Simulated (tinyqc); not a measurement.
Defect-molecule model of a vacancy with Jahn-Teller distortion: one step. Relaxed charge states. Four cases, with inputs chosen for the exercise.

Question. Minimise W_n over Q: Q_n = 2 n I/k, gain n^2 E_JT with E_JT = 2 I^2/k. W_n at mu = 0 is n et - n^2 E_JT + Uc n (n - 1)/2.

Four dangling hybrids a, b, c, d point into the vacancy: H_ii = E0, and -gm between any two. A tetragonal distortion Q pairs a with b and c with d: those two couplings become -gm - I Q and the other four -gm + I Q/2, at an elastic cost k Q^2/2. The a1 level holds two electrons; charge states 2+, + and 0 put n = 0, 1, 2 more into the lowest level of t2 origin. Energy from the 2+ state at Q = 0, with the Fermi level mu counted from Ev: W_n(Q) = n (et - 2 I Q) + k Q^2/2 + Uc n (n - 1)/2 - n mu. et = E0 + gm is the undistorted t2 level.

Give: E_JT; States.

Case 1.

Values chosen (of the size used for the vacancy in silicon; shifted at random, so the results belong to these values and not to a real crystal): E0 = 0.08 eV (level of a dangling hybrid, from Ev); gm = 0.29 eV (coupling between two dangling hybrids); I = 1.21 eV/angstrom (Jahn-Teller coupling); k = 17.8 eV/angstrom^2 (force constant of the mode); Uc = 0.27 eV (repulsion of two electrons in one orbital).

Answer.

E_JT = 0.1645 eV

States:

| n | charge | Q_n (angstrom) | gain (eV) | W_n (eV) |
|---|---|---|---|---|
| 0 | 2+ | 0.0000 | 0.0000 | 0.0000 |
| 1 | + | 0.1360 | 0.1645 | 0.2055 |
| 2 | 0 | 0.2719 | 0.6580 | 0.3520 |

Case 2.

Values chosen (of the size used for the vacancy in silicon; shifted at random, so the results belong to these values and not to a real crystal): E0 = -0.08 eV (level of a dangling hybrid, from Ev); gm = 0.36 eV (coupling between two dangling hybrids); I = 0.92 eV/angstrom (Jahn-Teller coupling); k = 17.7 eV/angstrom^2 (force constant of the mode); Uc = 0.13 eV (repulsion of two electrons in one orbital).

Answer.

E_JT = 0.0956 eV

States:

| n | charge | Q_n (angstrom) | gain (eV) | W_n (eV) |
|---|---|---|---|---|
| 0 | 2+ | 0.0000 | 0.0000 | 0.0000 |
| 1 | + | 0.1040 | 0.0956 | 0.1844 |
| 2 | 0 | 0.2079 | 0.3826 | 0.3074 |

Case 3.

Values chosen (of the size used for the vacancy in silicon; shifted at random, so the results belong to these values and not to a real crystal): E0 = -0.02 eV (level of a dangling hybrid, from Ev); gm = 0.36 eV (coupling between two dangling hybrids); I = 1.12 eV/angstrom (Jahn-Teller coupling); k = 13.3 eV/angstrom^2 (force constant of the mode); Uc = 0.3 eV (repulsion of two electrons in one orbital).

Answer.

E_JT = 0.1886 eV

States:

| n | charge | Q_n (angstrom) | gain (eV) | W_n (eV) |
|---|---|---|---|---|
| 0 | 2+ | 0.0000 | 0.0000 | 0.0000 |
| 1 | + | 0.1684 | 0.1886 | 0.1514 |
| 2 | 0 | 0.3368 | 0.7545 | 0.2255 |

Case 4.

Values chosen (of the size used for the vacancy in silicon; shifted at random, so the results belong to these values and not to a real crystal): E0 = 0.15 eV (level of a dangling hybrid, from Ev); gm = 0.3 eV (coupling between two dangling hybrids); I = 1.16 eV/angstrom (Jahn-Teller coupling); k = 13.4 eV/angstrom^2 (force constant of the mode); Uc = 0.29 eV (repulsion of two electrons in one orbital).

Answer.

E_JT = 0.2008 eV

States:

| n | charge | Q_n (angstrom) | gain (eV) | W_n (eV) |
|---|---|---|---|---|
| 0 | 2+ | 0.0000 | 0.0000 | 0.0000 |
| 1 | + | 0.1731 | 0.2008 | 0.2492 |
| 2 | 0 | 0.3463 | 0.8033 | 0.3867 |

Computed by tinyqc, one run a case: `OMP_NUM_THREADS=1 python tinyqc.py N N+1 out.jsonl` with N = 1451399, 1451823, 1452013, 1452437; one thread of a shared Intel(R) Xeon(R) Processor @ 2.30GHz, about 0.01 s a run at most.
